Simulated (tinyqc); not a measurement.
Diffused layer (Gaussian), carriers, mobility and sheet resistance: effect of the peak chemical concentration.

A p-type layer from the surface x = 0 to the junction xj, N(x) = N0 exp(-(x/Ld)^2). Local neutrality (no depletion at surface or junction, no spilling of carriers), intrinsic carriers neglected, full ionisation of active dopants.

xj = Ld sqrt(ln(N0/Nb)). Active dopant A = min(N, Ns); p = A - Nb; mobility mu = m1 + (m2 (T/300 K)^(-bt) - m1)/(1 + ((A + Nb)/Nr)^am). Dose = integral of N, carrier sheet density = integral of p, 1/Rs = q integral of p mu, mean mobility 1/(q Rs sheet density), Hall mobility (unit Hall factor) = integral of p mu^2 over integral of p mu, Hall sheet density = (integral of p mu)^2/integral of p mu^2; all from 0 to xj. Integrals on 4000 steps.

Inputs (values chosen for the exercise); values close to those of boron in silicon over an n-type background:
- T = 400 K (temperature)
- Nb = 5.1e15 cm^-3 (background doping of the opposite type)
- m1 = 44.5 cm^2/(V s) (mobility limit at high doping)
- m2 = 479 cm^2/(V s) (mobility limit at low doping, at 300 K)
- Nr = 2.26e17 cm^-3 (reference doping of the mobility law)
- am = 0.721 (exponent of the mobility law)
- bt = 2.5 (temperature exponent of m2)
- Ns = 1.99e20 cm^-3 (solubility limit of active dopant)
- Ld = 110 nm (diffusion length 2 sqrt(D t))

Constants: q = 1.602176634e-19 C. Results are converted to the units shown.

Results:

| N0 (cm^-3) | xj (nm) | dose (cm^-2) | carriers (cm^-2) | Rs (ohm/square) | mean mobility (cm^2/(V s)) | Rs xj (ohm nm) | Hall/true sheet density |
|---|---|---|---|---|---|---|---|
| 2.7e17 | 219.2 | 2.619e12 | 2.508e12 | 1.705e4 | 146.0 | 3.736e6 | 0.9874 |
| 7.3e17 | 245.1 | 7.105e12 | 6.980e12 | 7744 | 115.5 | 1.898e6 | 0.9728 |
| 2e18 | 268.8 | 1.949e13 | 1.935e13 | 3629 | 88.88 | 9.756e5 | 0.9588 |
| 5.4e18 | 290.3 | 5.263e13 | 5.248e13 | 1694 | 70.22 | 4.917e5 | 0.9562 |
| 1.5e19 | 310.9 | 1.462e14 | 1.461e14 | 732.8 | 58.31 | 2.278e5 | 0.9664 |
| 4e19 | 329.4 | 3.899e14 | 3.898e14 | 309.0 | 51.82 | 1.018e5 | 0.9800 |
| 2.9e20 | 364.0 | 2.827e15 | 2.433e15 | 54.99 | 46.65 | 2.001e4 | 0.9953 |
| 8e20 | 380.5 | 7.799e15 | 3.325e15 | 40.49 | 46.36 | 1.541e4 | 0.9968 |

Estimate the missing row, N0 = 1.1e20 cm^-3.

Computed row:

| N0 (cm^-3) | xj (nm) | dose (cm^-2) | carriers (cm^-2) | Rs (ohm/square) | mean mobility (cm^2/(V s)) | Rs xj (ohm nm) | Hall/true sheet density |
|---|---|---|---|---|---|---|---|
| 1.1e20 | 347.5 | 1.072e15 | 1.072e15 | 120.8 | 48.21 | 4.196e4 | 0.9904 |

With this row back in the table: As N0 goes from 2.7e17 to 8e20, xj rises from 219 to 380 nm, Rs falls from 17000 to 40.5 ohm/square, the mean mobility falls from 146 to 46.4 cm^2/(V s) and the share of the dose that conducts goes from 95.7 through a maximum of 100 (at N0 = 1.1e20 among the rows listed) to 42.6 %. Rs goes as dose^(-0.79) at the low end and dose^(-0.30) at the high end; constant mobility and activation would give -1. Above N0 = Ns = 1.99e20 cm^-3 added dopant only widens the clipped top.

Program tinyqc, `OMP_NUM_THREADS=1 python tinyqc.py 2110148 2110149 out.jsonl`; Intel Xeon 2.30GHz, shared host, one thread, about 0.01 s.
